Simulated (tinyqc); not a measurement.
# Trap depth and cross-section from two peaks

Inverse problem. A DLTS peak lies where ew = sn g T^2 exp(-Et/kB T), g = vth Nc/(300 K)^2. Find Et and sn.

Values chosen for this exercise: conduction-band density of states at 300 K Nc = 2.33e18 cm^-3; thermal velocity at 300 K vth = 2.6e7 cm/s.

Constants: q = 1.602176634e-19 C, kB = 1.380649e-23 J/K. Results are converted to the units shown.

peak temperatures for ew = 20 and 2000 1/s (K): 65.098666  82.478389

Solution. The slope of ln(ew/T^2) against q/kB T is -Et, and the intercept is ln(sn g).

Et = 0.1100 eV
sn = 2.300e-15 cm^2

Numbers from tinyqc (`OMP_NUM_THREADS=1 python tinyqc.py 2050019 2050020 out.jsonl`; about 0.01 s on one thread of a shared Intel Xeon 2.30GHz).
